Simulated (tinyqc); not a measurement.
Inside a calculation. Method: Ewald sum of point charges, bcc in a neutralising background, strained along z by a factor 1.11, lattice. Computed by tinyqc, a small Python program that keeps every step. Command: `OMP_NUM_THREADS=1 python tinyqc.py 27390 27391 out.jsonl` (the two numbers bound the seeds that draw the settings). One thread of a shared host (Intel(R) Xeon(R) Processor @ 2.60GHz), about 0.03 s of CPU time with the checks.

## Ewald sum with eta = 0.284 1/bohr

cell vectors (rows) (bohr):
```
           1          2          3
1  12.040000   0.000000   0.000000
2   0.000000  12.040000   0.000000
3   0.000000   0.000000  13.364000
```

Charges:
```
q               f1        f2        f3
2.000000  0.000000  0.000000  0.000000
2.000000  0.500000  0.500000  0.500000
```

Real space: 1/2 sum q_i q_j erfc(eta r)/r over all images with r > 0; reciprocal space: (2 pi/V) sum_(G != 0) exp(-G^2/4 eta^2)/G^2 |S(G)|^2 with S(G) = sum q exp(i G.r); self term -eta/sqrt(pi) sum q^2; background -pi Q^2/(2 V eta^2), Q the total charge.

Real-space shells (first ones):
```
r (bohr)   pairs  sum (hartree)
10.822658     16       0.000041
12.040000      8       1.76e-06
13.364000      4       4.78e-08
17.027131      8              0
17.987721     16              0
20.175558     32              0
```

Reciprocal shells (first ones that count):
```
G^2 (1/bohr^2)  vectors  sum (hartree)
0.493385              8       0.182328
0.544674              4       0.070442
0.884192              2       0.007574
1.089348              4       0.006510
1.428867              8       0.003465
1.582733             16       0.003884
1.973541              8       0.000464
2.178697              4       0.000111
2.261770              8       0.000166
2.672082              8       0.000039
2.723371              8       0.000033
3.062889              8       0.000010
```

## The total does not depend on eta

The same sums for other eta.

Totals (hartree per cell):
```
eta           real  reciprocal       self  background        total
0.284000  0.000043    0.275040  -1.281839   -0.160847  -1.16760293
0.387000  9.39e-09    0.665750  -1.746731   -0.086622  -1.16760293
0.549000         0    1.353361  -2.477921   -0.043043  -1.16760293
```

shortest distance = 10.822658 bohr
